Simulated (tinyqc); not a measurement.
Electroplating on a thin resistive seed layer: kinetics, Wagner number and the terminal effect across a wafer: one step, computed by the program tinyqc.

Current enters the seed at the rim. The bath is treated as a local resistance per area (no lateral flow in the liquid), two electrons per ion, molar volume 7.11 cm^3/mol, Faraday constant F = e N_A, kinematic viscosity 0.01 cm^2/s, omega = 2 pi x rpm/60; k_B T/e is in volts.

Task: Rate, limit and resistances. Growth rate = i V_m/(2 F). Levich limit i_L = 0.62 x 2 F D^(2/3) omega^(1/2) nu^(-1/6) c. Tafel overpotential eta = (k_B T/(alpha e)) ln(i/i_0); kinetic resistance k_B T/(alpha e i); bath resistance h/kappa + plate; R_s = resistivity/t; Wagner number = kinetic resistance x kappa/R.

Inputs (values chosen for the exercise, of the order of those for copper plating on a thin cobalt or ruthenium seed):
```
quantity                               value         unit
wafer radius R                            15           cm
seed thickness t                          22           nm
seed resistivity                          20  microohm cm
bath conductivity kappa                0.045         S/cm
gap to the anode h                       8.5           cm
extra resistance of a porous plate         0     ohm cm^2
exchange current density i_0            0.15      mA/cm^2
cathodic transfer coefficient alpha     0.73            -
mean current density                      32      mA/cm^2
diffusivity of the metal ion         5.5e-06       cm^2/s
metal ion concentration                 0.86        mol/L
rotation rate                             60          rpm
temperature T                            298            K
```

Constants: e = 1.602176634e-19 C; N_A = 6.02214076e+23 1/mol; k_B = 8.617333262e-05 eV/K.

Give: growth rate; limiting current i_L; overpotential; kinetic resistance; bath resistance R_b; sheet resistance R_s; Wagner number.

Result:

growth rate = 707.4 nm/min

limiting current i_L = 173.1 mA/cm^2

overpotential = 188.7 mV

kinetic resistance = 1.099 ohm cm^2

bath resistance R_b = 188.9 ohm cm^2

sheet resistance R_s = 9.091 ohm/square

Wagner number = 0.003298
